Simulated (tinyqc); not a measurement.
From results back to parameters: shallow donor in effective-mass theory, with valley-orbit splitting. Three cases, with inputs chosen for the exercise.

Problem. Without strain the levels are A1 = E0 - D0 - 4 D1 - D2, T2 = E0 - D0 + D2 and E = E0 - D0 + 2 D1 - D2. They were computed from hidden D0, D1 and D2.

Case 1.

Values chosen (out of a larger set: near those of a group-V donor in Si; not measured data): E0 = -28.3 meV (single-valley level).

A1, T2, E (meV): -42.500  -30.720  -29.420

Case 2.

Values chosen (out of a larger set: near those of a group-V donor in Si; not measured data): E0 = -31.2 meV (single-valley level).

A1, T2, E (meV): -54.000  -32.780  -31.620

Case 3.

Values chosen (out of a larger set: near those of a group-V donor in Si; not measured data): E0 = -30 meV (single-valley level).

A1, T2, E (meV): -41.410  -31.510  -29.350

Find: D1; D2; D0.

Solution. E - A1 = 6 D1, T2 - E = 2 D2 - 2 D1, and the mean (A1 + 3 T2 + 2 E)/6 is E0 - D0.

Case 1.

D1 = 2.18 meV
D2 = 1.53 meV
D0 = 3.95 meV

Case 2.

D1 = 3.73 meV
D2 = 3.15 meV
D0 = 4.73 meV

Case 3.

D1 = 2.01 meV
D2 = 0.93 meV
D0 = 2.44 meV

Computed by tinyqc, one run a case: `OMP_NUM_THREADS=1 python tinyqc.py N N+1 out.jsonl` with N = 1250002, 1250014, 1250092; one thread of a shared Intel(R) Xeon(R) Processor @ 2.30GHz, about 0.01 s a run at most.
